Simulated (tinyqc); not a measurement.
Permittivity and interface capacitance from two thicknesses.

Question. 1/C = t/(eps0 ek) + 2/ci for planar capacitors that differ only in thickness. Find ek, ci and the EOT of the interfaces, 2 x 3.9 eps0/ci.

Constants: eps0 = 8.8541878128e-14 F/cm where lengths are in cm. Results are converted to the units shown.

C at t = 14 and 43 nm (uF/cm^2): 8.3005985  2.8347640

Answer. 1/C is a straight line in t: the slope gives ek and the intercept 2/ci. A single thickness would give only the effective permittivity; when the interfaces are a small part of 1/C, ci needs very accurate data.

ek = 141.0
ci = 240.0 uF/cm^2
EOT of the interfaces = 0.02878 nm

Computed by the program tinyqc: `OMP_NUM_THREADS=1 python tinyqc.py 2102112 2102113 out.jsonl`, one thread of a shared Intel Xeon 2.30GHz, about 0.01 s for the whole run.
